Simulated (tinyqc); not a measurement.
# One-sided p+-n junction, ionisation integral and breakdown: two studies

A p+ layer at x < 0 and an n drift layer from x = 0. Depletion approximation, built-in voltage neglected. Local ionisation coefficients alpha_n = an exp(-(bn/E)^mx), alpha_p = ap exp(-(bp/E)^mx). Electrons move towards +x, holes towards x = 0.

Inputs (values chosen for the exercise); material values close to those of silicon:
- eps_r = 11.9 (relative permittivity)
- an = 6.66e5 1/cm (prefactor of the electron ionisation coefficient)
- bn = 1.22e6 V/cm (field constant for electrons)
- ap = 1.59e6 1/cm (prefactor of the hole ionisation coefficient)
- bp = 1.98e6 V/cm (field constant for holes)
- mx = 1 (exponent)
- mu = 1430 cm^2/(V s) (electron mobility of the drift layer)
- N = 6.2e14 cm^-3 (donor density of the drift layer)

Constants: q = 1.602176634e-19 C, eps0 = 8.8541878128e-14 F/cm where lengths are in cm. Results are converted to the units shown.

Each table varies one quantity; the others keep the values above.

## Multiplication against voltage

W = sqrt(2 eps0 eps_r V/(q N)), peak field E0 = q N W/(eps0 eps_r), falling linearly to 0 at W. G(x) = integral from 0 to x of (alpha_n - alpha_p); I_n = integral of alpha_n exp(-G) (electrons injected at x = 0), I_p = integral of alpha_p exp(G(end) - G) (holes injected at the far edge); M = 1/(1 - I). Integrals on a fine grid; BV is where I_n = 1. Here BV = 353.540 V; the Miller exponent is n = ln(1 - 1/M)/ln(V/BV).

Multiplication against voltage:
```
V (V)	E0 (kV/cm)	I_n	I_p	M_n	M_p	Miller n, electrons	Miller n, holes
141	163	0.0674	0.00109	1.07	1.00	2.93	7.42
177	183	0.175	0.00534	1.21	1.01	2.52	7.56
212	200	0.333	0.0182	1.50	1.02	2.15	7.83
247	216	0.522	0.0525	2.09	1.06	1.81	8.22
283	231	0.717	0.144	3.53	1.17	1.50	8.71
304	239	0.818	0.255	5.48	1.34	1.33	9.05
325	248	0.905	0.453	10.5	1.83	1.19	9.42
339	253	0.955	0.666	22.2	2.99	1.10	9.68
348	256	0.984	0.856	60.9	6.93	1.05	9.86
```

What does the comparison show?

M_n rises from 1.072 to 60.9 and M_p from 1.001 to 6.93; both diverge at BV. The Miller exponent for electrons falls from 2.93 to 1.05 and that for holes rises from 7.42 to 9.86, so one exponent describes neither over the whole range. The larger multiplication belongs to electrons, whose coefficient at the peak field of the last row is 8.14 times the other.

## Effect of the drift doping

Same model as above.

Specific on-resistance Ron = W/(q mu N) with constant mobility and full ionisation.

Result of one run:
```
N (cm^-3)	BV (V)	E0 at BV (kV/cm)	W at BV (um)	Ron (mohm cm^2)	BV^2/Ron (MW/cm^2)	eps0 eps_r mu E0^3/4 (MW/cm^2)
1.9e14	853	222	76.9	177	4.12	4.12
```

What becomes of these results when the donor density of the drift layer N is changed from 1.9e14 to 3.7e14 cm^-3, all else the same?

Result of the changed run:
```
N (cm^-3)	BV (V)	E0 at BV (kV/cm)	W at BV (um)	Ron (mohm cm^2)	BV^2/Ron (MW/cm^2)	eps0 eps_r mu E0^3/4 (MW/cm^2)
3.7e14	517	241	42.9	50.6	5.29	5.29
```

The whole series:
```
N (cm^-3)	BV (V)	E0 at BV (kV/cm)	W at BV (um)	Ron (mohm cm^2)	BV^2/Ron (MW/cm^2)	eps0 eps_r mu E0^3/4 (MW/cm^2)
5.2e13	2.32e3	191	242	2.03e3	2.64	2.64
9.9e13	1.41e3	206	137	602	3.28	3.28
1.9e14	853	222	76.9	177	4.12	4.12
3.7e14	517	241	42.9	50.6	5.29	5.29
7e14	324	262	24.7	15.4	6.81	6.81
1.3e15	207	286	14.5	4.86	8.84	8.84
2.6e15	128	318	8.03	1.35	12.1	12.1
5e15	81.9	353	4.64	0.405	16.6	16.6
```

BV falls from 2320 to 81.9 V while the critical field rises from 191 to 353 kV/cm. BV goes as N^(-0.78) between the first two rows and N^(-0.68) between the last two (a coefficient proportional to E^7 gives -0.75 without punch-through). Ron goes as BV^(2.55) over the table; the last two columns agree since BV = E0 W/2 and N = eps0 eps_r E0/(q W).

Program tinyqc, `OMP_NUM_THREADS=1 python tinyqc.py 2120138 2120139 out.jsonl`; Intel Xeon 2.30GHz, shared host, one thread, about 0.05 s.
